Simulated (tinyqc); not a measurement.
Inside a calculation. Model: bandgap voltage reference from two bipolar transistors.

tinyqc, about 0.02 s, one thread, Intel Xeon 2.30GHz (shared host): `OMP_NUM_THREADS=1 python tinyqc.py 2062151 2062152 out.jsonl` Printed values are rounded.

Two transistors of area 1 and N carry the same current I. Is(T) = Is (T/T0)^eta exp[(Vg0 q/kB)(1/T0 - 1/T)], VBE1 = Vt ln(I/Is(T)) + I rb, VBE2 = Vt ln(I/(N Is(T))) + I rb/N. The amplifier forces I R1(T) = VBE1 - VBE2 + Vos, with R(T) = R (1 + tc (T - T0)) for both resistors, and the output is Vref = VBE1 + I R2(T). Base currents and the Early effect are neglected.

Inputs (values chosen for the exercise); values of the order met in silicon bipolar transistors:
```
symbol,value,unit,meaning
T0,300,K,reference temperature
Vg0,1.166,V,band-gap voltage extrapolated to 0 K
eta,4.3,,temperature exponent of the saturation current
Is,8e-16,A,saturation current of the unit transistor at T0
N,8,,area ratio of the second transistor
R1,2.9,kohm,"resistor across which the difference of VBE falls, at T0"
tc,0,ppm/K,temperature coefficient of both resistors
Vos,0,mV,offset of the amplifier
rb,0,ohm,series resistance of the unit transistor
R2,34.9,kohm,output resistor at T0
T,233,K,temperature
```

Constants: q = 1.602176634e-19 C, kB = 1.380649e-23 J/K. Results are converted to the units shown.

## Operating point at the reference temperature

Vt = kB T/q; I = (Vt ln N + Vos)/(R1(T) - rb (1 - 1/N)). Evaluate at T = T0.

Vt = 0.02585200 V
I = 18.53715 uA
Is(T) = 8e-16 A
VBE1 = 0.6169886 V
I R2 = 0.6469464 V
Vref = 1.263935 V

## Operating point at another temperature

Vt = kB T/q; I = (Vt ln N + Vos)/(R1(T) - rb (1 - 1/N)).

Vt = 0.02007839 V
I = 14.39718 uA
Is(T) = 6.288051e-22 A
VBE1 = 0.7563477 V
I R2 = 0.5024617 V
Vref = 1.258809 V

From T0 to T, VBE1 changes by 139 mV and I R2 by -144 mV, which leaves -5.13 mV in Vref.

## Resistor for zero slope at T0, ideal case

With tc = 0, Vos = 0 and rb = 0 the current is proportional to T, dVBE/dT = (VBE - Vg0 - (eta - 1) Vt)/T, and Vref has zero slope at T0 when Vref = Vg0 + (eta - 1) Vt0. Find VBE1, its slope, that Vref, R2/R1 and the curvature d2Vref/dT2 = -(eta - 1) kB/(q T0).

VBE1 = 0.6169886 V
dVBE/dT = -2.114410 mV/K
Vref = 1.251312 V
R2/R1 = 11.79966
curvature = -0.9479067 uV/K^2
